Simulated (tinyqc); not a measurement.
A fit that cannot start: fitting sp3s* parameters to three gaps by Newton steps.

sp3s* tight binding, nearest neighbours only: anion (a) at 0, cation (c) at a/4 (1,1,1), orbitals s, px, py, pz, s* on each; k in units of 2 pi/a. With phases e_j = exp(i (pi/2) k.n_j) for n = (1,1,1), (1,-1,-1), (-1,1,-1), (-1,-1,1): g0 = (e1+e2+e3+e4)/4, g1 = (e1+e2-e3-e4)/4, g2 = (e1-e2+e3-e4)/4, g3 = (e1-e2-e3+e4)/4. The diagonal holds the levels Esa, Epa, Exa (s*) and Esc, Epc, Exc. Anion-cation block: <sa|sc> = Vss g0; <sa|xc> = Vsapc g1; <xa|sc> = -Vscpa g1; <xa|xc> = Vxx g0; <xa|yc> = <ya|xc> = Vxy g3, <xa|zc> = <za|xc> = Vxy g2, <ya|zc> = <za|yc> = Vxy g1; <s*a|xc> = Vxapc g1; <xa|s*c> = -Vpaxc g1; y and z take g2 and g3 in place of g1; s-s* and s*-s* vanish.

Gaps are level 5 at Gamma, X = (1,0,0) and L = (1/2,1/2,1/2) less level 4 at Gamma; no spin-orbit coupling. Free parameters: Vxapc, Vpaxc and Vsapc. H is linear in them, so by Hellmann-Feynman J_ij = <u|dH/dp_j|u> for level 5 at point i less the same for level 4 at Gamma. Newton: p(new) = p + J^-1 (target - gaps); stop when all misses are below 1e-7 eV.

Parameters, chosen for this exercise (out of a larger set: near a published set for GaAs, fitted to gaps, whose masses and valley positions are rough; not measured data): p = (-8.369, 1.038, -2.647, 3.675, 8.624, 6.742, -6.442, 1.953, 5.07, 4.481, 5.788, 4.84, 4.819) eV (start, order Esa, Epa, Esc, Epc, Exa, Exc, Vss, Vxx, Vxy, Vsapc, Vscpa, Vxapc, Vpaxc); tg = (1.6713, 2.1899, 1.7562) eV (target gaps at Gamma, X, L).

J at the start, its singular values and the left singular vector of the smallest (largest component positive).

J:
```
,Vxapc,Vpaxc,Vsapc
Gamma,0.0000,0.0000,0.0000
X,-0.8522,0.0000,0.4986
L,-0.2329,-0.1287,0.3134
```

singular values: 1.0530  0.1873  0.0000

left singular vector: Gamma 1.000, X 0.000, L 0.000

Can these three parameters meet the three targets?

No. The smallest singular value is 0.0000, so some combination of gaps cannot be moved: the row for Gamma is zero, as none of the three parameters enters that gap. A rerun with Vss, Vxapc and Vpaxc free meets the targets in 3 steps, at -6.585, 4.668 and 4.903 eV.

Computed by tinyqc, a small Python program: `OMP_NUM_THREADS=1 python tinyqc.py 1451495 1451496 out.jsonl` (the numbers bound the seed that draws the inputs); one thread of a shared host (Intel(R) Xeon(R) Processor @ 2.30GHz), about 0.02 s for the whole set of steps.
